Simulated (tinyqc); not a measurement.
Comparisons within one model: static screening by free carriers. A value that a table varies takes the place of the one given here.

kF = (3 pi^2 n/Mv)^(1/3), EF = c kF^2/m with c = hbar^2/2m0, n in 1/angstrom^3 (1e-24 per 1/cm^3), e2 = e^2/(4 pi eps0). Thomas-Fermi: qTF^2 = 6 pi e2 n/(eps EF). Debye: qD^2 = 4 pi e2 n/(eps kB T).

F_j(eta) = (1/Gamma(j + 1)) integral_0^infinity x^j dx/(1 + exp(x - eta)), which tends to exp(eta) for eta << 0.

At finite T: qs^2 = qD^2 F_-1/2(eta)/F_1/2(eta), where n = Mv N F_1/2(eta) and N = 2 (m kB T/(4 pi c))^(3/2) with c = hbar^2/2m0, in 1/angstrom^3; times 1e24 for 1/cm^3.

Donor in the screened potential -(e2/eps) exp(-qs r)/r with the trial function exp(-r/a): E(a) = c/(m a^2) - (e2/eps) 4/(a (2 + qs a)^2), e2 = e^2/(4 pi eps0), c = hbar^2/2m0; isotropic mass.

Constants: hbar^2/2m0 = 3.80998211 eV angstrom^2; e^2/(4 pi eps0) = 14.39964547 eV angstrom; kB = 8.617333262e-05 eV/K; a0 (Bohr radius) = 0.5291772105 angstrom.

Inputs chosen for the exercise (near those of Ge; shifted at random, so the results belong to these values and not to a real crystal):
```
symbol  value    unit    meaning
m       0.2196   m0      mass of one isotropic valley
Mv      4                valleys
eps     16               background dielectric constant
T       300      K
n       2.5e+17  1/cm^3  carrier density
```

## Screening unbinds the donor

All carriers n are taken as free and screen with qs(T); E(a) is minimised over a; a dash marks no bound state. aB = a0 eps/m.

Donor level:
```
n (1/cm^3)  n^(1/3) aB  qs aB  E (meV)   a/aB
1.0e+14          0.018  0.008   -11.48  1.000
1.0e+15          0.039  0.026   -11.09  1.000
6.0e+15          0.070  0.062   -10.28  1.003
2.0e+16          0.105  0.114    -9.22  1.009
5.0e+16          0.142  0.180    -7.98  1.020
1.0e+17          0.179  0.255    -6.71  1.039
3.0e+17          0.258  0.439    -4.12  1.112
7.0e+17          0.342  0.667    -1.84  1.270
```

aB = 38.6 angstrom

What does this show, and why?

The level rises from -11.48 meV at the lowest density to -1.84 meV at 7e+17 1/cm^3, against -11.67 meV unscreened. It stays bound over this range. This trial function loses binding at qs aB = 1 and the exact Yukawa problem at 1.19; the Mott rule of thumb is n^(1/3) aB = 0.26, which the last bound row of this table passes: the rule belongs to low temperature, and thermal carriers screen more weakly.

## From Debye to Thomas-Fermi

Screening lengths (angstrom):
```
n (1/cm^3)    eta  Debye  Thomas-Fermi  finite T
3.0e+16     -5.84  276.0         35.36     276.2
2.0e+17     -3.94  106.9         25.77     107.3
1.0e+18     -2.30  47.81         19.71     48.62
4.0e+18     -0.81  23.91         15.64     25.47
2.0e+19      1.33  10.69         11.96     13.73
5.0e+19      3.19  6.761         10.27     10.74
2.0e+20      8.62  3.381         8.150     8.197
6.0e+20     18.09  1.952         6.786     6.795
```

What does this show?

Debye is within 5 % of the finite-T length up to 1e+18 1/cm^3 of the densities listed and Thomas-Fermi from 5e+19 on. The length goes as n^-0.50 at the low end and n^-0.17 at the high end, against the limits -1/2 and -1/6. Both limits give too short a length.

## What sets the screening length

All results formed anew. Each row changes one parameter from the base and keeps the others.

Results:
```
case              Debye (angstrom)  Thomas-Fermi (angstrom)  finite T (angstrom)
base                         95.62                    24.83                96.03
n = 5e+17 1/cm^3             67.61                    22.12                68.19
m = 0.2855 m0                95.62                    21.78                95.90
eps = 19.2                   104.7                    27.20                105.2
T = 360 K                    104.7                    24.83                105.1
Mv = 5                       95.62                    23.05                95.95
```

How do the results move?

The largest shifts from the base row, up to three for each result and ties (the steps differ in size, so this ranks the rows, not the parameters). Debye (angstrom): n -28.0, T +9.13, eps +9.13; unchanged at the printed digits by m and Mv. Thomas-Fermi (angstrom): m -3.05, n -2.71, eps +2.37; unchanged at the printed digits by T. finite T (angstrom): n -27.8, eps +9.17, T +9.06.

Program tinyqc; command `OMP_NUM_THREADS=1 python tinyqc.py 1680310 1680311 out.jsonl`; about 0.01 s on one thread of a shared Intel(R) Xeon(R) Processor @ 2.30GHz.
